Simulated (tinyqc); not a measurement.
Two-dimensional electron gas with Rashba and Dresselhaus coupling, step by step. Values are carried at full precision from step to step, so a last printed digit may differ when a step is redone from the rounded ones.

H = c k^2/m + al (ky sx - kx sy) + b1 (kx sx - ky sy) + gam kx ky (kx sy - ky sx), s the Pauli matrices, x = [100], c = hbar^2/2m0, b1 = gam (pi/L)^2 (hard walls). H = c k^2/m + B.s, so E = c k^2/m -/+ |B| and the lower state has its spin along -B.

Constants: hbar^2/2m0 = 3.80998211 eV angstrom^2; hbar = 6.58211957e-16 eV s.

Parameters, chosen for this exercise (of the size met in InGaAs; shifted at random, so the results belong to these values and not to a real crystal): m = 0.0405 m0 (mass); al = 0.35 eV angstrom (Rashba constant); gam = 27.7 eV angstrom^3 (bulk Dresselhaus constant); L = 149 angstrom (width of the (001) well); n = 11 1e11/cm^2 (sheet density (one subband filled)); phi = 160 degrees (angle of k from [100]).

## Scales

b1; mean Fermi wave vector k0 = sqrt(2 pi n) (1e11/cm^2 = 1e-5/angstrom^2); E0 = c k0^2/m; b3 = gam k0^2/4; kR = al m/(2c) and ER = al kR/2, the shift and depth of a pure Rashba band.

b1 = 0.01231 eV angstrom
k0 = 0.02629 1/angstrom
E0 = 65.019 meV
b3 = 0.004786 eV angstrom
kR = 0.001860 1/angstrom
ER = 0.3255 meV

The ratio al/(b1 - b3) is 46.49; kR is 7.1 % of k0.

## Spin-orbit field at one point of the Fermi circle

k = k0 (cos phi, sin phi). Form B, the splitting 2|B| and the direction of the lower spin, atan2(-By, -Bx).

Bx, By (meV): 2.8982  8.6878

splitting = 18.3169 meV
direction of the lower spin = -108.4 degrees

## The matrix

H = [[E0, Bx - i By], [Bx + i By, E0]] in meV; diagonalise. Precession period h/(2|B|) = 2 pi hbar/(splitting).

H (meV):
```
                  up            down
up           65.0190  2.8982-8.6878i
down  2.8982+8.6878i         65.0190
```

levels (meV): 55.8606  74.1775

period = 0.226 ps

## The two wave vectors at the energy E0 along this direction

Solve c k^2/m -/+ |B(k)| = E0. The spin turns by (k_outer - k_inner) per length, so a half turn takes pi/(difference).

k (1/angstrom): outer 0.028212, inner 0.024507

difference = 0.003704 1/angstrom
length of a half turn = 84.81 nm

For linear terms alone the difference is (m/c)|B|/k, whatever the energy: every electron along this direction turns alike, the basis of the spin transistor. The cubic term makes it depend on density.

## Checks

- Difference of the Fermi wave vectors without Dresselhaus terms against al m/c: both 0.0037205.

Computed by tinyqc, a small Python program: `OMP_NUM_THREADS=1 python tinyqc.py 1481265 1481266 out.jsonl` (the numbers bound the seed that draws the inputs); one thread of a shared host (Intel(R) Xeon(R) Processor @ 2.30GHz), about 0.01 s for the whole set of steps.
